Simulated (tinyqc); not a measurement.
# Ideality from Voc and Vmp

Inverse problem. An ideal cell J = Jsc - J0 (exp(V/(n Vt)) - 1) has exp((Voc - Vmp)/(n Vt)) = 1 + Vmp/(n Vt) at maximum power. Find n, J0 and FF.

Values chosen for this exercise: temperature T = 300 K.

Constants: q = 1.602176634e-19 C, kB = 1.380649e-23 J/K, Vt = kB T/q. Results are converted to the units shown.

Jsc = 24.1 mA/cm^2
Voc = 1.0074860 V
Vmp = 0.90811210 V

Solution. With a = n Vt, a ln(1 + Vmp/a) rises steadily with a, so Voc - Vmp fixes it; J0 follows from Voc.

n = 1.100
J0 = 9.900e-18 A/cm^2
FF = 0.8740

Program tinyqc, `OMP_NUM_THREADS=1 python tinyqc.py 2280040 2280041 out.jsonl`; Intel Xeon 2.30GHz, shared host, one thread, about 0.01 s.
